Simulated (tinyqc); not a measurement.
Admittance spectroscopy of a deep trap: effect of the trap density.

Schottky contact on an n-type layer with shallow donors Nd (all ionised) and a donor-like deep trap, neutral when filled and positive when empty; depletion approximation. Traps within lam of the depletion edge stay filled. The traps at xt = W - lam, where the level crosses the Fermi level, follow a slow signal and not a fast one. w = 2 pi f.

Emission rate en = sn vth(T) Nc(T) exp(-Et/kB T) = sn g T^2 exp(-Et/kB T), g = vth Nc/(300 K)^2, as vth goes as T^0.5 and Nc as T^1.5 (degeneracy factor 1). lam = sqrt(2 eps0 eps_r (EF - ET)/(q Nd)), EF - ET = Et - (kB T/q) ln(Nc(T)/Nd), Nc(T) = Nc (T/300 K)^1.5. In the steady state at the band bending V, 2 eps0 eps_r V/q = Nd W^2 + Nt (W - lam)^2 (the second term only if W > lam). V = Vbi + Vr. C_HF = eps0 eps_r/W, C_LF = eps0 eps_r (Nd + Nt)/(Nd W + Nt xt). Inflection frequency w0 = 2 en [1 + Nt xt/(Nd W)]; C = C_HF + (C_LF - C_HF)/(1 + (w/w0)^2), G/w = (C_LF - C_HF)(w/w0)/(1 + (w/w0)^2).

Values chosen for this exercise; material values close to those of silicon:
```
symbol,value,unit,meaning
eps_r,11.6,,relative permittivity
Nc,2.8e19,cm^-3,conduction-band density of states at 300 K
vth,2.4e7,cm/s,thermal velocity at 300 K
Nd,4e16,cm^-3,shallow donor density
Vbi,0.59,V,built-in voltage
Et,0.3,eV,depth of the trap below the conduction edge
sn,5.4e-16,cm^2,capture cross-section
Vr,0,V,reverse bias
T,224,K,temperature
```

Constants: q = 1.602176634e-19 C, kB = 1.380649e-23 J/K, eps0 = 8.8541878128e-14 F/cm where lengths are in cm. Results are converted to the units shown.

Effect of the trap density:

| Nt (cm^-3) | W (nm) | step (% of C_HF) | w0/(2 en) |
|---|---|---|---|
| 7.3e14 | 137.3 | 1.007 | 1.008 |
| 1.6e15 | 137.0 | 2.192 | 1.018 |
| 3.4e15 | 136.4 | 4.588 | 1.037 |
| 7.3e15 | 135.2 | 9.551 | 1.079 |
| 1.6e16 | 132.8 | 19.66 | 1.170 |
| 3.4e16 | 128.8 | 37.47 | 1.346 |
| 7.3e16 | 122.6 | 67.40 | 1.688 |
| 1.6e17 | 114.5 | 114.5 | 2.331 |

The step rises from 1.01 to 114 %, as Nt^(0.99) between the first two rows and Nt^(0.68) between the last two, and w0/(2 en) rises from 1.01 to 2.33: for Nt near Nd the rule w0 = 2 en overstates the cross-section by that factor.

Program tinyqc, `OMP_NUM_THREADS=1 python tinyqc.py 2050101 2050102 out.jsonl`; Intel Xeon 2.30GHz, shared host, one thread, about 0.01 s.
